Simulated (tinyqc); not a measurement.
Composition from the perpendicular lattice constant.

Inverse problem. The layer is x parts of the first compound and 1 - x of the second, grown coherently on the second as substrate and barrier. Rows of the table: lattice constant a, average valence level Ea on an absolute scale, spin-orbit splitting so, gaps at Gamma, X and L, hydrostatic deformation potentials av and ac (Gamma), shear potential b, elastic constants, electron and heavy-hole (along z) masses. All are interpolated linearly in x; gaps get -C x (1 - x), taken wholly in the conduction band; real line-ups can differ from this model by 0.1 eV or more. In-plane strain e = (a_substrate - a)/a, e_z = -2 (c12/c11) e, volume change 2 e + e_z. X-ray diffraction gives a_z = a (1 + e_z) of the coherent layer. Find x, e and the relaxed Gamma gap.

Parameters, values chosen for the exercise:
- CG = 0.19 eV (bowing of the Gamma gap)
- CX = 0.24 eV (bowing of the X gap)
- CL = 0.16 eV (bowing of the L gap)

Binary compounds, values chosen for the exercise:

|  | close to GaP | close to GaAs |
|---|---|---|
| a (angstrom) | 5.451 | 5.653 |
| Ea (eV) | -7.4 | -6.92 |
| so (eV) | 0.0808 | 0.342 |
| EG (eV) | 2.81 | 1.43 |
| EX (eV) | 2.27 | 1.88 |
| EL (eV) | 2.61 | 1.73 |
| av (eV) | 1.68 | 1.17 |
| ac (eV) | -7.12 | -7.13 |
| b (eV) | -1.81 | -1.7 |
| c11 (GPa) | 140 | 120 |
| c12 (GPa) | 62.5 | 54.6 |
| me (m0) | 0.13 | 0.0666 |
| mh (m0) | 0.327 | 0.347 |

lattice constant along the growth direction = 5.55678740 angstrom

Solution. a_z changes steadily with x, about (1 + 2 c12/c11) times as fast as the relaxed lattice constant, so one composition matches.

x = 0.250
e = 0.901 %
relaxed Gamma gap = 1.74 eV

Computed by the program tinyqc: `OMP_NUM_THREADS=1 python tinyqc.py 2690111 2690112 out.jsonl`, one thread of a shared Intel Xeon 2.30GHz, about 0.01 s for the whole run.
